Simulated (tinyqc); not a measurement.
# Changing the doping N

Model: MOS capacitor with interface traps: C-V stretch-out, conductance peak and subthreshold swing. Computed by tinyqc, a small Python program. Command: `OMP_NUM_THREADS=1 python tinyqc.py 3029348 3029349 out.jsonl mostraps sweep`. One thread of a shared host (Intel(R) Xeon(R) Processor @ 2.30GHz), about 0.01 s of CPU time with the checks.

Energies at the interface are counted from the valence band. psi > 0 means bending towards depletion, so the surface potential is +psi. Boltzmann statistics, full ionisation, no quantum confinement. Traps are neutral when filled up to E_n, with a sharp (zero-temperature) occupation.

Inputs (values chosen for the exercise, for a model semiconductor): gap E_g = 1.25 eV; electron mass m_e = 0.261 m_0; valleys M_c = 6; hole mass m_h = 1.03 m_0; dielectric constant eps_s = 12.9; insulator constant eps_ox = 7.26; insulator thickness t_ox = 42 nm; work-function difference phi_ms = -0.21 V; fixed charge N_f = 1.3e+10 cm^-2; trap density D_0 = 6.5e+10 cm^-2 eV^-1; neutrality level E_n = 0.626 eV; band bending towards depletion psi = 0.86 V; temperature T = 200 K; edge density D_1 = 2.8e+12 cm^-2 eV^-1; tail width w = 0.071 eV.

Substrate: p-type. Trap spectrum: U-shaped.

Constants: m_0 = 9.1093837015e-31 kg; k_B = 1.380649e-23 J/K; h = 6.62607015e-34 J s; k_B = 8.617333262e-05 eV/K; eps_0 = 8.8541878128e-12 F/m; e = 1.602176634e-19 C.

Method:
- N_c = 2 M_c (2 pi m_e k_B T/h^2)^(3/2) and N_v = 2 (2 pi m_h k_B T/h^2)^(3/2), masses in units of m_0.
- n_i = sqrt(N_c N_v) exp(-E_g/2 k_B T); E_F = k_B T ln(N_v/N); phi_B = (k_B T/e) ln(N/n_i); L_D = sqrt(eps_s eps_0 k_B T/(e^2 N)); C_ox = eps_ox eps_0/t_ox.
- With u = psi/k_B T and r = (n_i/N)^2: F = sqrt(exp(-u) + u - 1 + r (exp(u) - u - 1)); Q_s = -sign(u) sqrt(2) eps_s eps_0 (k_B T/e) F/L_D; C_s = (eps_s eps_0/(sqrt(2) L_D)) |1 - exp(-u) + r (exp(u) - 1)|/F; at high frequency, below strong inversion, the terms in r are dropped.
- D(E) = D_0 + D_1 [exp(-E/w) + exp(-(E_g - E)/w)].
- E_F at the interface is E_s = E_F + psi; Q_it = -e int from E_n to E_s of D(E) dE; C_it = e D(E_s) (per volt); V_G = phi_ms + psi - (Q_s + Q_it + e N_f)/C_ox.
- C_LF = [1/C_ox + 1/(C_s + C_it)]^-1; C_HF = [1/C_ox + 1/C_s(HF)]^-1; high-low estimate D = [(1/C_LF - 1/C_ox)^-1 - (1/C_HF - 1/C_ox)^-1]/e; stretch-out |dV_G/d psi| = 1 + (C_s + C_it)/C_ox; swing factor at this bending (the subthreshold swing when psi lies between phi_B and 2 phi_B) S = ln(10) (k_B T/e)(1 + (C_s(HF) + C_it)/C_ox).

One run for each value:
```
doping N (cm^-3)  swing factor S (mV/decade)  C_HF (microF/cm^2)  gate voltage V_G (V)  Debye length L_D (nm)
4.00e+14                               50.19            0.006318                0.7482                 175.26
2.00e+15                               50.33            0.013442                0.8324                  78.38
8.00e+15                               52.97            0.024713                0.9909                  39.19
2.00e+17                               81.94            0.075075                2.2826                   7.84
7.00e+17                              114.86            0.098414                3.6937                   4.19
```

Give the missing row, doping N (cm^-3) = 4.00e+16.

Computed row:
```
doping N (cm^-3)  swing factor S (mV/decade)  C_HF (microF/cm^2)  gate voltage V_G (V)  Debye length L_D (nm)
4.00e+16                               61.47            0.046065                1.3885                  17.53
```

Interpolating between the two neighbouring rows (the first column on a logarithmic scale, the others too where they are positive) misses most in gate voltage V_G (V), by 8.3 %. Over the rows, swing factor S (mV/decade) rises from 50.2 to 115 (exponent d ln y / d ln x 0.0017 between the first rows and 0.27 between the last); C_HF (microF/cm^2) rises from 0.00632 to 0.0984 (exponent d ln y / d ln x 0.47 between the first rows and 0.22 between the last); gate voltage V_G (V) rises from 0.748 to 3.69 (exponent d ln y / d ln x 0.066 between the first rows and 0.38 between the last).  Left out: 1.00e14 (the bending passes strong inversion). Left out: 3.00e18 (the substrate is degenerate or intrinsic).

Caution (all rows): traps deeper than about 24 k_B T and minority carriers reach equilibrium slowly or not at all, so the charges here are limits for very slow sweeps.
